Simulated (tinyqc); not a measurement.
Gate length: charge control and current of a heterostructure field-effect transistor. Computed by tinyqc, a small Python program. Command: `OMP_NUM_THREADS=1 python tinyqc.py 3025783 3025784 out.jsonl hemt walk`. One thread of a shared host (Intel(R) Xeon(R) Processor @ 2.30GHz), about 0.01 s of CPU time with the checks.

Two subbands in a triangular well; E_F is counted from the conduction band edge of the channel at the interface.

Inputs (values chosen for the exercise, modelled on AlGaN/GaN):

| quantity | value | unit |
|---|---|---|
| channel mass m | 0.19 | m_0 |
| permittivity eps (barrier and channel) | 9.72 | - |
| barrier thickness d | 20 | nm |
| Schottky barrier phi_B | 1.2 | eV |
| conduction band offset dE_c | 0.38 | eV |
| polarisation charge sigma/e | 1.5e+13 | 1/cm^2 |
| gate voltage V_G | -0.87 | V |
| mobility mu | 1700 | cm^2/(V s) |
| saturation velocity v_s | 1.1 | 1e7 cm/s |
| gate length L | 270 | nm |
| source resistance R_S | 0 | ohm mm |
| temperature T | 300 | K |
| mixing | 0.5 | - |
| iteration cap | 200 | - |

Charge source: polarisation. Velocity law: smooth.

Constants: e = 1.602176634e-19 C; eps_0 = 8.8541878128e-12 F/m; k_B = 8.617333262e-05 eV/K; hbar = 1.054571817e-34 J s; m_0 = 9.1093837015e-31 kg; k_B = 1.380649e-23 J/K.

Method:
- Threshold V_T = phi_B - dE_c - sigma d/(eps eps_0) (in volts); C_b = eps eps_0/d.
- Charge control: n_s = C_b (V_G - V_T - E_F/e)/e. Well: mean field F = e n_s/(2 eps eps_0), E_i = (hbar^2/2m)^(1/3) [(3 pi e F/2)(i + 3/4)]^(2/3), i = 0, 1; n_s = D k_B T sum_i ln(1 + exp((E_F - E_i)/k_B T)), D = m/(pi hbar^2), which is solved in closed form for E_F.
- Iteration from n_s = C_b (V_G - V_T)/(2e): E_F from n_s, n_out from the charge control, n_new = n_s + mixing (n_out - n_s), kept above n_s/10; stop when |n_out/n_s - 1| < 1e-9.
- C_g = e dn_s/dV_G = 1/(1/C_b + 1/C_q), 1/C_q = d(E_F/e)/d(e n_s) by a central difference of +/- 0.1 % in n_s; added distance dd = eps eps_0/C_q.
- With V = e n_s/C_g and V_c = v_s L/mu: for v = mu F/(1 + mu F/v_s), V_Dsat = V_c (sqrt(1 + 2V/V_c) - 1) and I/W = C_g v_s (V - V_Dsat); g_m = dI/dV; extrinsic g_m/(1 + g_m R_S); f_T = g_m/(2 pi C_g L).

sheet density n_s = 9.42506e+12 1/cm^2

gate capacitance C_g = 0.396497 microfarad/cm^2

V = 3.80851 V

Scaling; the last columns are v_s/(2 pi L) and mu V/(2 pi L^2):

| L (nm) | I/W (mA/mm) | g_m (mS/mm) | extrinsic g_m (mS/mm) | f_T (GHz) | velocity limit (GHz) | mobility limit (GHz) |
|---|---|---|---|---|---|---|
| 30 | 1501.6 | 414.16 | 414.16 | 5.5415e+02 | 583.57 | 1.1449e+05 |
| 60 | 1440.2 | 405.09 | 405.09 | 2.7101e+02 | 291.78 | 2.8623e+04 |
| 120 | 1357.8 | 392.33 | 392.33 | 1.3124e+02 | 145.89 | 7.1559e+03 |
| 250 | 1242.4 | 373.25 | 373.25 | 5.9930e+01 | 70.03 | 1.6487e+03 |
| 500 | 1103.1 | 348.11 | 348.11 | 2.7946e+01 | 35.01 | 4.1218e+02 |
| 1000 | 934.7 | 314.11 | 314.11 | 1.2608e+01 | 17.51 | 1.0304e+02 |
| 2000 | 744.4 | 269.94 | 269.94 | 5.4177e+00 | 8.75 | 2.5761e+01 |
| 5000 | 487.8 | 198.01 | 198.01 | 1.5896e+00 | 3.50 | 4.1218e+00 |

What does the comparison show, and why?

f_T scales as L^-1.03 at the short end and L^-1.34 at the long end; the two limits cross at L = mu V/v_s = 5890 nm. g_m tends to C_g v_s = 436 mS/mm. Fringe capacitances and short-channel effects, left out, lower f_T once L is below about ten barrier thicknesses. Caution: E_F lies above the conduction band minimum of the barrier, so electrons would spill into the barrier.

Extremes, crossings and ranges named in words are read from the listed rows.
